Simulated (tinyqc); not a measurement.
Inside a calculation: conductance of a narrow metal strip with scatterers (square lattice, Green functions). Values are carried at full precision from step to step, so a last printed digit may differ when a step is redone from the rounded ones.

A strip of W sites across with hard walls, site energy 0 and hopping -t. Mode n = 1 to W has profile chi_n(j) = sqrt(2/(W + 1)) sin(n j pi/(W + 1)) and energy en = -2t cos(n pi/(W + 1)); E = en - 2t cos(kn a). With z_n = exp(i kn a) (Im k > 0 for closed modes, |z| < 1) each lead gives the self-energy -t z_n in mode n. One column carries the site energies v, here a uniform barrier across the strip, as of a grain boundary. In the mode basis V_nm = sum_j chi_n(j) v_j chi_m(j), G = (E - en + 2 t z_n - V)^-1, and t_nm = 2t sqrt(sin(kn a) sin(km a)) G_nm in size for open modes. T = sum |t_nm|^2, conductance (2e^2/h) T.

Constants: e^2/h = 3.874045865e-05 S.

Parameters, chosen for this exercise (hopping and spacing of the size met in Cu or Al; the lattice is a model; not measured data): t = 1.53 eV (hopping); a = 2.68 angstrom (spacing); W = 3 (sites across); E = -2.62 eV (Fermi energy); v = (2.2, 2.2, 2.2) eV (site energies in the scattering column).

## Modes at the Fermi energy

For each n: en, cos(kn a) = (en - E)/(2t), z_n and the velocity 2 t a sin(kn a) (zero if closed).

Modes:
```
n  en (eV)  cos(k a)                 z  dE/dk (eV angstrom)
1  -2.1637   0.14910  0.14910+0.98882i               8.1091
2   0.0000   0.85621  0.85621+0.51663i               4.2368
3   2.1637   1.56332           0.36167               0.0000
```

2 of 3 modes are open, so the clean strip has a resistance of 6453 ohm, whatever its length.

## The scatterer in the mode basis

Form V_nm.

V (eV), rows n=1, n=2, n=3 and columns alike:
```
[[2.2000, 0, 0],
 [0, 2.2000, 0],
 [0, 0, 2.2000]]
```

A uniform column does not mix the modes.

## Green function and transmission

E - en + 2 t z_n = 2t (z_n - cos(kn a)). Invert, form |t_nm|^2 = (2t)^2 Im(z_n) Im(z_m) |G_nm|^2 and sum. The added resistance is 1/(2 (e^2/h) T) less the same for the clean strip.

G (1/eV), rows n=1, n=2, n=3 and columns alike:
```
[[-0.1572-0.2162i, 0.0000, 0.0000],
 [0.0000, -0.2998-0.2154i, 0.0000],
 [0.0000, 0.0000, -0.1702]]
```

|t_nm|^2, rows n=1, n=2, n=3 and columns alike:
```
[[0.6542, 0, 0],
 [0, 0.3405, 0],
 [0, 0, 0]]
```

T = 0.9947
added resistance = 6522 ohm

Mode 2 passes least (0.341) and mode 1 most (0.654); 0.0 % of the transmitted flux changes mode.

## Checks

- Transmitted plus reflected flux against the number of open modes: both 2.00000.

Computed by tinyqc, a small Python program: `OMP_NUM_THREADS=1 python tinyqc.py 1481667 1481668 out.jsonl` (the numbers bound the seed that draws the inputs); one thread of a shared host (Intel(R) Xeon(R) Processor @ 2.30GHz), about 0.01 s for the whole set of steps.
